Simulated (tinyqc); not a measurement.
Dielectric surroundings: exciton in an atomically thin sheet (Rytova-Keldysh potential).

Relative motion in the plane with V(k) = -2 pi q/(k (kap + r0 k)), q = e^2/(4 pi eps0), c = hbar^2/2m0. Normalised Gaussians exp(-a_i r^2): with A = a_i + a_j, S_ij = 2 sqrt(a_i a_j)/A, T_ij = (4c/mu)(a_i a_j/A) S_ij, V_ij = -q S_ij times the integral over k from 0 to infinity of exp(-k^2/4A)/(kap + r0 k).

Converged values use 20 Gaussians with exponents 2^i/b^2, i = -11 to 8, b the larger of a0 kap/(2 mu) and sqrt(a0 r0/mu), a0 = 0.5291772 angstrom; p states use r exp(i theta) exp(-a r^2).

Constants: hbar^2/2m0 = 3.80998211 eV angstrom^2; e^2/(4 pi eps0) = 14.39964547 eV angstrom; Ry = 13.60569312 eV.

Inputs chosen for the exercise (out of a larger set: near those of a MoS2 monolayer; not measured data): r0 = 43.7 angstrom (screening length of the sheet); kaps = (1, 2, 3, 4, 6, 9, 15) (surroundings).

mu = 0.251070 m0

Converged 1s and 2s bindings; the hydrogen value is 4 Ry mu/kap^2.

Bindings (meV):
```
kap      1s     2s  2s line - 1s line  hydrogen 1s  1s/2s
1.00  534.6  251.0              283.6        13664   2.13
2.00  353.4  128.3              225.1         3416   2.75
3.00  261.6   78.6              183.0         1518   3.33
4.00  204.4   53.0              151.4          854   3.85
6.00  136.7   28.7              108.0          380   4.76
9.00   85.0   14.7               70.3          169   5.79
15.0   41.8    5.9               35.8           61   7.04
```

The 1s binding falls by a factor 12.8 where the hydrogen model gives 225; the local exponent d ln E/d ln kap moves from -0.60 to -1.39, towards -2. The ratio 1s/2s climbs from 2.1 to 7.0, towards the hydrogen value 9, as r0/kap shrinks from 43.7 to 2.9 angstrom.

Run: tinyqc, `OMP_NUM_THREADS=1 python tinyqc.py 1252166 1252167 out.jsonl`; Intel(R) Xeon(R) Processor @ 2.30GHz, one thread, shared host; about 0.08 s of CPU time with all checks.
